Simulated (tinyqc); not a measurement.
Two-sublattice mean-field magnet: ferrimagnet, compensation points and susceptibility: one step, computed by the program tinyqc.

A random alloy A(1-x)B(x) with H = -sum over pairs J S_i.S_j. a = <S_A> and b = <S_B> are taken along z, a > 0. Exchange fields: h_A = (1 - x) zJ_AA a + x zJ_AB b, h_B = (1 - x) zJ_AB a + x zJ_BB b; a = S_A B_(S_A)(S_A h_A/(k_B T)) and likewise for b, with the Brillouin function B_S(y) = [(2S + 1)/(2S)] coth[(2S + 1) y/(2S)] - [1/(2S)] coth[y/(2S)].

Question. Ordering temperature. Linearised, T (a, b) = M (a, b) with M_ij = S_i (S_i + 1) c_j zJ_ij/(3 k_B), c_A = 1 - x, c_B = x. T_c is the larger eigenvalue, and its eigenvector gives b/a at onset, (T_c - M_AA)/M_AB.

Inputs (values chosen for the exercise, for a model ferrimagnet):
```
quantity               value  unit
spin S_A                   2     -
spin S_B                 3.5     -
fraction x of B sites   0.35     -
z J_AA                  41.2   meV
z J_BB                   3.2   meV
z J_AB                  -4.5   meV
T over T_c              0.66     -
```

Constants: k_B = 8.617333262e-05 eV/K.

Give: M; eigenvalues; T_c; b/a at onset; T.

Answer.

M (K):
```
        A      B
A   621.5  -36.6
B  -178.2   68.2
```

eigenvalues (K): 56.7  633.1

T_c = 633.1 K

b/a at onset = -0.3155

T = 417.8 K

The antiferromagnetic A-B coupling raises T_c by 12 K over that of A alone.
